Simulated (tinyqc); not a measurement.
Worked calculation: defect equilibria of an oxide against oxygen pressure (mass action). Computed by tinyqc, a small Python program that keeps every step. Command: `OMP_NUM_THREADS=1 python tinyqc.py 3007214 3007215 out.jsonl brouwer walk`. One thread of a shared host (Intel(R) Xeon(R) Processor @ 2.30GHz), about 0.01 s of CPU time with the checks. Intermediate numbers are printed to about 6 digits and carried at full precision; extremes and crossings named in words are read from the listed rows.

Defects: oxygen vacancies V (charge +2), electrons n, holes p, the ionic partner X = O_i'' (charge -2), and the dopant. Activities are taken equal to concentrations.

Inputs (values chosen for the exercise, for a model oxide):
```
quantity,value,unit
reduction enthalpy H_r,4.52,eV
prefactor K_r0,1.5e+70,cm^-9 atm^(1/2)
gap E_g,3.64,eV
prefactor N_c N_v,9e+41,cm^-6
disorder enthalpy H_s,3.61,eV
prefactor K_s0,2e+45,cm^-6
dopant density N_d,6.7e+19,cm^-3
temperature T,800,K
oxygen pressure P,0.02,atm
electron mobility mu_n,0.56,cm^2/(V s)
hole mobility mu_p,1.4,cm^2/(V s)
vacancy diffusion prefactor D_0,0.0021,cm^2/s
vacancy migration energy E_m,1,eV
```

Ionic disorder: anion Frenkel. Dopant (singly charged, fully ionised): acceptor.

Constants: k_B = 8.617333262e-05 eV/K; e = 1.602176634e-19 C.

## Equilibrium constants

K_r = K_r0 exp(-H_r/k_B T) = [V] n^2 P^(1/2); K_i = N_c N_v exp(-E_g/k_B T) = n p; K_s = K_s0 exp(-H_s/k_B T) = [X] [V].

K_r = 5.02741e+41 cm^-9 atm^(1/2)

K_i = 1.05500e+19 cm^-6

K_s = 3.62269e+22 cm^-6

## Trial electron densities

Neutrality: 2 [V] + p = n + 2 [X] + N_d. With n as the unknown, [V] = K_r/(n^2 P^(1/2)), p = K_i/n, [X] = K_s/[V]; the log ratio is ln(positive/negative).

Densities (cm^-3):
```
n,[V],p,[X],log ratio
1.00e+10,3.55492e+22,1.05500e+09,1.01906e+00,6.9671
1.00e+11,3.55492e+20,1.05500e+08,1.01906e+02,2.3620
1.00e+12,3.55492e+18,1.05500e+07,1.01906e+04,-2.2432
1.00e+13,3.55492e+16,1.05500e+06,1.01906e+06,-6.8484
1.00e+14,3.55492e+14,1.05500e+05,1.01906e+08,-11.4536
```

## Solution at the given pressure

The root is found by 60 bisections in ln n between n = 1e-10 and 1e25 cm^-3.

n = 3.25756e+11 cm^-3

[V] = 3.35000e+19 cm^-3

p = 3.23862e+07 cm^-3

[X] = 1081.40 cm^-3

The largest terms give the Brouwer balance 2 [V] = N_d; the smaller of the two terms is 100 % of the total charge of one sign.

## Conductivities

sigma_n = e n mu_n, sigma_p = e p mu_p, sigma_ion = 2 e [V] mu_V with mu_V = 2 e D/(k_B T) and D = D_0 exp(-E_m/k_B T); only the oxygen vacancies carry ionic current, and the ionic transport number is sigma_ion over the total.

sigma_n = 2.92274e-08 S/cm

sigma_p = 7.26437e-12 S/cm

sigma_ion = 3.27981e-07 S/cm

total conductivity = 3.57216e-07 S/cm

ionic transport number = 0.918160

The conductor is mainly ionic here.

## Brouwer diagram

The slope is d log n / d log P from this row and the one above; the last column names the largest term on each side. Pressures that give more than 3e21 cm^-3 are left out.

Log10 of the densities in cm^-3:
```
log10 P (atm),n,[V],p,[X],slope of n,balance
-32,19.0542,19.5929,-0.03097,2.96613,-,2 [V] = N_d
-28,18.0843,19.5328,0.93900,3.02619,-0.242493,2 [V] = N_d
-24,17.0878,19.5258,1.93550,3.03319,-0.249124,2 [V] = N_d
-20,16.0881,19.5251,2.93514,3.03391,-0.249911,2 [V] = N_d
-16,15.0881,19.5251,3.93511,3.03398,-0.249991,2 [V] = N_d
-12,14.0881,19.5250,4.93510,3.03399,-0.249999,2 [V] = N_d
-8,13.0881,19.5250,5.93510,3.03399,-0.250000,2 [V] = N_d
-4,12.0881,19.5250,6.93510,3.03399,-0.250000,2 [V] = N_d
0,11.0881,19.5250,7.93510,3.03399,-0.250000,2 [V] = N_d
```

Regimes: 2 [V] = N_d from log P = -32 to 0, where that balance predicts a slope of -1/4 and the table comes as close as -0.250.

## Conductivity against oxygen pressure

The formulas are those given above.

Log10 of the conductivities in S/cm:
```
log10 P (atm),n-type,p-type,ionic,total,ionic transport number
-28,-0.96285,-17.7102,-6.47635,-0.96285,0.000003
-24,-1.95935,-16.7137,-6.48336,-1.95934,0.000030
-20,-2.95899,-15.7140,-6.48407,-2.95886,0.000298
-16,-3.95896,-14.7141,-6.48414,-3.95766,0.002975
-12,-4.95895,-13.7141,-6.48415,-4.94618,0.028976
-8,-5.95895,-12.7141,-6.48415,-5.84554,0.229822
-4,-6.95895,-11.7141,-6.48415,-6.35863,0.748993
0,-7.95895,-10.7141,-6.48415,-6.46981,0.967520
```

The ionic transport number exceeds 0.9 in the rows log P = 0: the electrolytic window. The total has no minimum inside this range.

Checks made by the program: the three mass-action laws (relative difference below 1e-10).
